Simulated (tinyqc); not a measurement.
From single traps to 1/f noise.

7 half-filled traps with time constants tau_j = 3.1e-8 s times 10^(1 j), j = 0..6, each shift the threshold by a = 0.685 uV when filled and give the Lorentzian a^2 tau/(1 + (2 pi f tau)^2). For time constants spread evenly in ln tau the sum tends to a^2/(4 f ln(10^1)). slope = d ln S/d ln f.

From single traps to 1/f noise:
```
f (Hz),S (uV^2/Hz),1/f limit (uV^2/Hz),slope,j of the largest term
0.01,0.01616,5.095,-6.836e-6,6
0.1,0.01616,0.5095,-6.833e-4,6
1,0.01563,0.05095,-0.06562,6
30,0.001659,0.001698,-0.8179,5
1000,5.018e-5,5.095e-5,-1.145,4
30000,1.705e-6,1.698e-6,-0.8515,2
1e6,4.861e-8,5.095e-8,-1.184,1
1e7,3.459e-9,5.095e-9,-1.633,0
1e8,4.250e-11,5.095e-10,-1.995,0
```

Below the slowest trap (1/(2 pi tau) = 5.1 Hz) the spectrum is flat, slope 0.00 in the first row; above the fastest (5.1e6 Hz) the slope tends to -2 (-2.00 in the last row). In between, at 30, 1000 and 30000 Hz, the slopes are -0.82, -1.14 and -0.85, and S is 1.5 % below the 1/f limit at 1000 Hz.

Numbers from tinyqc (`OMP_NUM_THREADS=1 python tinyqc.py 2150016 2150017 out.jsonl`; about 0.01 s on one thread of a shared Intel Xeon 2.30GHz).
